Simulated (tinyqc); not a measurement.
Thin-film optics by transfer matrices: one step. Layer matrices and their product. Five cases, with inputs chosen for the exercise.

Task: Form each matrix and multiply from the top down.

Indices N = n + i k. Snell: N0 sin(theta) = N_j sin(theta_j), with Im(N_j cos theta_j) >= 0. Admittance y_j = N_j cos theta_j for s and N_j/cos theta_j for p. Phase delta_j = 2 pi N_j cos theta_j d_j/lambda. Layer matrix [[cos delta, -i sin delta/y], [-i y sin delta, cos delta]], multiplied from the top down to M. (B, C) = M (1, y_sub); r = (y0 B - C)/(y0 B + C), R = |r|^2, T = 4 Re y0 Re y_sub/|y0 B + C|^2, absorbed in the films 1 - R - T.

Give: matrix of film 1; matrix of film 2; M.

Case 1.

y_j: ambient 3.863703, film 1 2.925060+0.559167i, film 2 2.002237, substrate 0.916336+2.771417i

delta_j (rad): film 1 0.799551+0.199110i, film 2 0.139935

Result:

matrix of film 1:
```
                1               2
1  0.7109-0.1437i        -0.2500i
2  0.8176-2.0610i  0.7109-0.1437i
```

matrix of film 2:
```
          1         2
1    0.9902  -0.0697i
2  -0.2793i    0.9902
```

M:
```
                1                2
1  0.6341-0.1423i  -0.0100-0.2971i
2  0.7694-2.2394i   0.5604-0.1993i
```

Case 2.

y_j: ambient 0.500000, film 1 1.384445, film 2 1.161723, substrate 3.623074+2.867721i

delta_j (rad): film 1 2.171246, film 2 1.326101

Result:

matrix of film 1:
```
          1         2
1   -0.5650  -0.5960i
2  -1.1423i   -0.5650
```

matrix of film 2:
```
          1         2
1    0.2423  -0.8351i
2  -1.1271i    0.2423
```

M:
```
         1        2
1  -0.8086  0.3275i
2  0.3601i  -1.0909
```

Case 3.

y_j: ambient 1.154701, film 1 5.002674+2.607540i, film 2 1.553968, substrate 6.632050+2.791163i

delta_j (rad): film 1 1.597726+0.846088i, film 2 0.066116

Result:

matrix of film 1:
```
                 1                2
1  -0.0372-0.9504i  -0.1170-0.2147i
2   3.4685-6.9669i  -0.0372-0.9504i
```

matrix of film 2:
```
          1         2
1    0.9978  -0.0425i
2  -0.1027i    0.9978
```

M:
```
                 1                2
1  -0.0591-0.9363i  -0.1572-0.2127i
2   3.3634-6.9479i  -0.3333-1.0958i
```

Case 4.

y_j: ambient 0.500000, film 1 2.632436+0.607107i, film 2 1.297536, substrate 0.849621+1.629301i

delta_j (rad): film 1 0.462780+0.106729i, film 2 0.375952

Result:

matrix of film 1:
```
                1                2
1  0.8999-0.0477i  -0.0028-0.1699i
2  0.5245-1.1238i   0.8999-0.0477i
```

matrix of film 2:
```
          1         2
1    0.9302  -0.2830i
2  -0.4764i    0.9302
```

M:
```
                1                2
1  0.7561-0.0431i  -0.0161-0.4127i
2  0.4651-1.4741i   0.5191-0.1928i
```

Case 5.

y_j: ambient 0.258819, film 1 1.305513, film 2 1.114725, substrate 3.735128+0.021691i

delta_j (rad): film 1 2.371419, film 2 0.178143

Result:

matrix of film 1:
```
          1         2
1   -0.7178  -0.5333i
2  -0.9090i   -0.7178
```

matrix of film 2:
```
          1         2
1    0.9842  -0.1590i
2  -0.1975i    0.9842
```

M:
```
          1         2
1   -0.8118  -0.4108i
2  -0.7528i   -0.8509
```

Each matrix has determinant 1, and so has M.

Computed by tinyqc, one run a case: `OMP_NUM_THREADS=1 python tinyqc.py N N+1 out.jsonl` with N = 1651928, 1652076, 1652309, 1652672, 1680208; one thread of a shared Intel(R) Xeon(R) Processor @ 2.30GHz, about 0.01 s a run at most.
